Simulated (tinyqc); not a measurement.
Worked calculation: CIS and TDHF on RHF in the sto-3g basis, for H3+, spin multiplicity 1. Computed by tinyqc, a small Python program that keeps every step (integrals from PySCF). Settings: charge = 1, multiplicity = 1, basis = sto-3g, method = RHF, energy threshold = 1e-10, iteration cap = 85, orthogonalisation = symmetric, start = Wolfsberg-Helmholz matrix, DIIS depth = 6, TDHF = 1. Command: `OMP_NUM_THREADS=1 python tinyqc.py 24238 24239 out.jsonl` (the two numbers bound the seeds that draw the settings). One thread of a shared host (Intel(R) Xeon(R) Processor @ 2.60GHz), about 0.03 s of CPU time with the checks. The early iterations of the SCF are left out here.

## One-electron integrals

Geometry (angstrom):
```
atom         x         y         z
H     0.000000  0.000000  0.000000
H     0.000000  0.000000  1.182000
H     0.000000  1.024000  0.591000
```

Basis sto-3g: exponents (1/bohr^2) and contraction coefficients of normalised primitives:
```
element  l (shell)  exponent  coefficient
H            s (1)  3.425251     0.154329
H            s (1)  0.623914     0.535328
H            s (1)  0.168855     0.444635
```

Overlap, kinetic and nuclear-attraction integrals over the contracted functions; the nuclear repulsion is the sum of Za Zb / Rab.

nuclear repulsion = 1.34285458 hartree

overlap S, lower triangle:
```
          1H 1s     2H 1s     3H 1s
1H 1s  1.000000
2H 1s  0.396157  1.000000
3H 1s  0.395999  0.395999  1.000000
```

kinetic energy T (hartree), lower triangle:
```
          1H 1s     2H 1s     3H 1s
1H 1s  0.760032
2H 1s  0.056913  0.760032
3H 1s  0.056841  0.056841  0.760032
```

nuclear attraction V (hartree), lower triangle:
```
           1H 1s      2H 1s      3H 1s
1H 1s  -2.108486
2H 1s  -0.773705  -2.108486
3H 1s  -0.773352  -0.773352  -2.108378
```

core Hamiltonian H = T + V (hartree), lower triangle:
```
           1H 1s      2H 1s      3H 1s
1H 1s  -1.348454
2H 1s  -0.716792  -1.348454
3H 1s  -0.716511  -0.716511  -1.348346
```

## Two-electron integrals

Functions are numbered as in S; the eight-fold symmetry (ij|kl) = (ji|kl) = (kl|ij) leaves the list below.

Two-electron integrals (ij|kl) in chemists' order, unique and non-zero (hartree):
```
(11|11) 0.774606   (21|11) 0.233384   (21|21) 0.096026   (22|11) 0.422877
(22|21) 0.233384   (22|22) 0.774606   (31|11) 0.233268   (31|21) 0.084401
(31|22) 0.177832   (31|31) 0.095942   (32|11) 0.177832   (32|21) 0.084401
(32|22) 0.233268   (32|31) 0.084369   (32|32) 0.095942   (33|11) 0.422791
(33|21) 0.177878   (33|22) 0.422791   (33|31) 0.233268   (33|32) 0.233268
(33|33) 0.774606
```

## Orthogonalisation

S = U s U^T; symmetric (Loewdin) form X = U s^(-1/2) U^T, so that X^T S X = 1.

eigenvalues of S: 0.603843  0.604054  1.792103

X, lower triangle:
```
           1H 1s      2H 1s     3H 1s
1H 1s   1.106865
2H 1s  -0.180015   1.106865
3H 1s  -0.179878  -0.179878  1.106801
```

## Iteration 3 (converged): orbitals

converged F (hartree), lower triangle:
```
           1H 1s      2H 1s      3H 1s
1H 1s  -0.650986
2H 1s  -0.576536  -0.650986
3H 1s  -0.576368  -0.576368  -0.650891
```

Diagonalise F' = X^T F X, C = X C', fill 1 alpha and 1 beta electrons from the bottom; D = 2 C_occ C_occ^T. Each column has its largest component positive (the first on a tie).

F' = X^T F X (hartree), lower triangle:
```
           1          2          3
1  -0.417775
2  -0.294482  -0.417775
3  -0.294320  -0.294320  -0.417788
```

orbital energies (hartree): MO1 -1.006528, MO2 -0.123518, MO3 -0.123293

coefficients C:
```
            MO1        MO2        MO3
1H 1s  0.431307  -0.525221   0.909962
2H 1s  0.431307  -0.525221  -0.909962
3H 1s  0.431223   1.050603   0.000000
```

D after iteration 3, lower triangle:
```
          1H 1s     2H 1s     3H 1s
1H 1s  0.372051
2H 1s  0.372051  0.372051
3H 1s  0.371978  0.371978  0.371906
```

## Convergence

Stop when the energy changes by less than 1e-10 hartree and every element of the error matrix X^T (F D S - S D F) X is below 3e-06.

Course of the cycle:
```
iteration  E (hartree)     change  largest element of the error matrix
1          -1.21583113          -                             4.69e-05
2          -1.21583113  -2.77e-09                             5.11e-06
3          -1.21583113  -3.32e-11                             3.42e-11
```

PySCF RHF in the same basis = -1.21583113 hartree

Converged in 3 iterations.

## Integrals over molecular orbitals

(pq|rs) = sum C_ip C_jq C_kr C_ls (ij|kl), one index at a time.

one-electron integrals over orbitals h = C^T H C (hartree), lower triangle:
```
           1          2          3
1  -1.552158
2   0.000038  -1.046206
3   0.000000   0.000000  -1.046070
```

Two-electron integrals over orbitals (pq|rs), unique and non-zero (hartree):
```
(11|11) 0.545630    (21|11) -0.000038   (21|21) 0.146066    (22|11) 0.534377
(22|21) 0.102480    (22|22) 0.625284    (31|31) 0.146070    (32|31) -0.102461
(32|32) 0.080520    (33|11) 0.534423    (33|21) -0.102493   (33|22) 0.464162
(33|33) 0.625299
```

## CIS matrix, singlets

A(ia,jb) = (e_a - e_i) d_ij d_ab + 2 (ia|jb) - (ij|ab).

CIS matrix A, singlet (hartree):
```
          1>2       1>3
1>2  0.640764  0.000000
1>3  0.000000  0.640952
```

## CIS singlet states

dipole integrals <i|r|a> (bohr):
```
            x         y          z
1>2  0.000000  1.050352   0.000000
1>3  0.000000  0.000000  -1.050191
```

Diagonalise A (1 hartree = 27.211386 eV); each vector has its largest component positive (the first on a tie). The transition dipole is mu = sqrt2 sum c_ia <i|r|a>.

singlet excitation energies (eV): 17.436086  17.441181

lowest vectors:
```
      state 1   state 2
1>2  1.000000  0.000000
1>3  0.000000  1.000000
```

oscillator strengths 2/3 w |mu|^2: 0.942555  0.942541

## TDHF (RPA) singlet states

B(ia,jb) = 2 (ia|jb) - (ib|ja); the squared energies are the eigenvalues of (A - B)(A + B); 1 hartree = 27.211386 eV.

TDHF matrix B, singlet (hartree):
```
          1>2       1>3
1>2  0.146066  0.000000
1>3  0.000000  0.146070
```

squared energies w^2 (hartree^2): 0.389244  0.389482

TDHF energies from the positive w^2 (eV): 16.977021  16.982226

## CIS matrix, triplets

A(ia,jb) = (e_a - e_i) d_ij d_ab - (ij|ab).

CIS matrix A, triplet (hartree):
```
          1>2       1>3
1>2  0.348633  0.000000
1>3  0.000000  0.348811
```

## CIS triplet states

Diagonalise A (1 hartree = 27.211386 eV); each vector has its largest component positive (the first on a tie).

triplet excitation energies (eV): 9.486787  9.491641

lowest vectors:
```
      state 1   state 2
1>2  1.000000  0.000000
1>3  0.000000  1.000000
```

## TDHF (RPA) triplet states

B(ia,jb) = - (ib|ja); the squared energies are the eigenvalues of (A - B)(A + B); 1 hartree = 27.211386 eV.

TDHF matrix B, triplet (hartree):
```
           1>2        1>3
1>2  -0.146066   0.000000
1>3   0.000000  -0.146070
```

squared energies w^2 (hartree^2): 0.100210  0.100333

TDHF energies from the positive w^2 (eV): 8.614018  8.619307
